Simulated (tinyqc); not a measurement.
Which current rules in forward bias: trap-assisted generation and recombination current of an abrupt junction. Computed by tinyqc, a small Python program. Command: `OMP_NUM_THREADS=1 python tinyqc.py 3006660 3006661 out.jsonl junctionleak walk`. One thread of a shared host (Intel(R) Xeon(R) Processor @ 2.30GHz), about 0.01 s of CPU time with the checks.

Depletion approximation, flat quasi-Fermi levels across the depleted layer, long neutral regions with minority lifetimes tau_n and tau_p, full ionisation and Boltzmann statistics. Voltages in exponents stand for e V.

Inputs (values chosen for the exercise, for a model semiconductor):

| quantity | value | unit |
|---|---|---|
| gap E_g | 2.52 | eV |
| electron mass m_e | 0.62 | m_0 |
| valleys M_c | 3 | - |
| hole mass m_h | 0.882 | m_0 |
| dielectric constant eps | 8.45 | - |
| acceptor density N_A | 1.7e+17 | cm^-3 |
| donor density N_D | 1.8e+18 | cm^-3 |
| capture time tau_n | 3.3e-06 | s |
| capture time tau_p | 1.8e-07 | s |
| trap level E_t - E_i | 0.02 | eV |
| electron diffusion coefficient D_n | 52 | cm^2/s |
| hole diffusion coefficient D_p | 4.6 | cm^2/s |
| temperature T | 300 | K |

Field enhancement: none.

Constants: k_B = 8.617333262e-05 eV/K; m_0 = 9.1093837015e-31 kg; k_B = 1.380649e-23 J/K; h = 6.62607015e-34 J s; e = 1.602176634e-19 C; eps_0 = 8.8541878128e-12 F/m.

Method:
- N_c = 2 M_c (2 pi m_e k_B T/h^2)^(3/2) and N_v = 2 (2 pi m_h k_B T/h^2)^(3/2), masses in units of m_0.
- n_i = sqrt(N_c N_v) exp(-E_g/2 k_B T); V_bi = (k_B T/e) ln(N_A N_D/n_i^2); diffusion saturation current J_d0 = e n_i^2 [sqrt(D_n/tau_n)/N_A + sqrt(D_p/tau_p)/N_D].
- W = sqrt(2 eps eps_0 (V_bi - V)(1/N_A + 1/N_D)/e), x_p = W N_D/(N_A + N_D), x_n = W - x_p, peak field F_m = 2 (V_bi - V)/W; reverse bias means V = -V_r.
- Potential from the p edge: phi = (V_bi - V) x^2/(x_p W) on the p side and (V_bi - V)[1 - (W - x)^2/(x_n W)] on the n side; p = N_A exp(-phi/k_B T), n = n_i^2 exp(V/k_B T)/p; U = (n p - n_i^2)/[tau_p (n + n_i exp(dE/k_B T)) + tau_n (p + n_i exp(-dE/k_B T))], dE = E_t - E_i, n1 = n_i exp(dE/k_B T), p1 = n_i exp(-dE/k_B T); J_t = e int U dx by the trapezoid rule on 400 intervals on each side.
- J_d = J_d0 (exp(V/k_B T) - 1). Ideality n = (e/k_B T) dV/d ln J, central difference of 1 mV. The rows stop just below the bias where n = 0.1 p or tau_p n = 0.1 tau_n p at the p edge, or the like at the n edge.

k_B T = 0.0258520 eV

n_i = 0.0188131 cm^-3

J_d0 = 1.48337e-36 A/cm^2

Forward characteristic:

| V (V) | J_t (A/cm^2) | J_d (A/cm^2) | ideality of J_t | ideality of the sum |
|---|---|---|---|---|
| 0.44 | 3.0056e-18 | 3.6553e-29 | 1.9727 | 1.9727 |
| 0.69 | 4.0624e-16 | 5.7908e-25 | 1.9689 | 1.9689 |
| 0.94 | 5.5554e-14 | 9.1739e-21 | 1.9633 | 1.9633 |
| 1.19 | 7.7248e-12 | 1.4533e-16 | 1.9554 | 1.9553 |
| 1.44 | 1.1015e-09 | 2.3024e-12 | 1.9429 | 1.9391 |
| 1.69 | 1.6396e-07 | 3.6475e-08 | 1.9205 | 1.6449 |
| 1.94 | 2.6769e-05 | 5.7785e-04 | 1.8655 | 1.0210 |
| 2.19 | 5.8519e-03 | 9.1544e+00 | 1.7365 | 1.0003 |

What follows from these numbers?

Diffusion overtakes recombination between 1.69 and 1.94 V, and the ideality of the sum goes from 1.97 to 1.00. The ideality of J_t alone lies between 1.74 and 1.97; it stays below 2 because the zone where n and p are alike widens as the field falls, and at the lowest bias the terms in n1 and p1 lower it too.

Extremes, crossings and ranges named in words are read from the listed rows.
